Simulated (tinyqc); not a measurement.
Free and trapped electrons in a MOS channel with a dense trap tail: one step of the calculation.

p-type body, charge-sheet picture, full ionisation (an idealisation for deep acceptors), Boltzmann statistics for free electrons. e = Ec - EF at the surface. Acceptor-like traps of density D(E) = D0 + De exp(-E/Ew) at depth E below Ec, from 0 to Eu, hold n_t = integral of D(E)/(1 + exp((e - E)/Vt)). psi = Eg - Vt ln(Nv/Na) - e; N_dep = sqrt(2 eps0 eps_r Na (psi - Vt)/q); n_f = sqrt(N_dep^2 + 2 eps0 eps_r Vt Nc exp(-e/Vt)/q) - N_dep; Vg = Vfb + psi + q (N_dep + n_t + n_f)/Cox, Cox = eps0 eox/tox.

Question. Charges and gate voltage. psi, N_dep, n_f and Vg as defined, with the n_t given; free share n_f/(n_f + n_t); apparent mobility mf n_f/(n_f + n_t); gate voltage spent on traps q n_t/Cox.

Inputs (values chosen for the exercise); band and dielectric values close to those of silicon:
- T = 400 K (temperature)
- Eg = 1.12 eV (band gap)
- eps_r = 11.9 (relative permittivity)
- Nc = 4.36e19 cm^-3 (conduction-band density of states at T)
- Nv = 4.08e19 cm^-3 (valence-band density of states at T)
- eox = 3.9 (relative permittivity of the insulator)
- tox = 29 nm (insulator thickness)
- Na = 5e15 cm^-3 (acceptor density)
- Vfb = -0.94 V (flat-band voltage without trapped charge)
- mf = 180 cm^2/(V s) (mobility of free electrons)
- e = 0.273 eV (Ec - EF at the surface)

Constants: q = 1.602176634e-19 C, kB = 1.380649e-23 J/K, Vt = kB T/q, eps0 = 8.8541878128e-14 F/cm where lengths are in cm. Results are converted to the units shown.

n_t = 3.7343775e10 cm^-2

Wanted: psi; N_dep; n_f; Vg; free share; apparent mobility; gate voltage spent on traps.

Answer.

psi = 0.5365 V
N_dep = 1.817e11 cm^-2
n_f = 1.879e10 cm^-2
Vg = -0.08344 V
free share = 33.48 %
apparent mobility = 60.26 cm^2/(V s)
gate voltage spent on traps = 0.05025 V

Computed by the program tinyqc: `OMP_NUM_THREADS=1 python tinyqc.py 2222196 2222197 out.jsonl`, one thread of a shared Intel Xeon 2.30GHz, about 0.02 s for the whole run.
